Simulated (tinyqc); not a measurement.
Trap density and cross-section from triangular pulses.

Question. In charge pumping, for a flat interface trap density D0 and a symmetric triangular wave, Qcp = -2 q A D0 Vt ln[vth s ni (dV/Va)/(2 f)], with s the geometric mean cross-section. Find D0, the frequency f0 where the line meets zero, and s.

Values chosen for this exercise:
- T = 300 K (temperature)
- A = 0.15 um^2 (gate area)
- vth = 1.8e7 cm/s (thermal velocity at 300 K, one nominal value for electrons and holes)
- dV = 0.72 V (Vth - Vfb)
- Va = 2.3 V (pulse height)

Constants: q = 1.602176634e-19 C, kB = 1.380649e-23 J/K, Vt = kB T/q. Results are converted to the units shown.

Qcp at f = 10000 and 1e6 Hz (fC): 0.0095077071  0.017518943
ni = 1.2876275e10 cm^-3

Answer. Qcp is linear in ln f: the slope gives D0 and the zero gives s = 2 f0 Va/(vth ni dV).

D0 = 1.400e11 cm^-2 eV^-1
f0 = 42.31 Hz
s = 1.166e-15 cm^2

Numbers from tinyqc (`OMP_NUM_THREADS=1 python tinyqc.py 2030120 2030121 out.jsonl`; about 0.01 s on one thread of a shared Intel Xeon 2.30GHz).
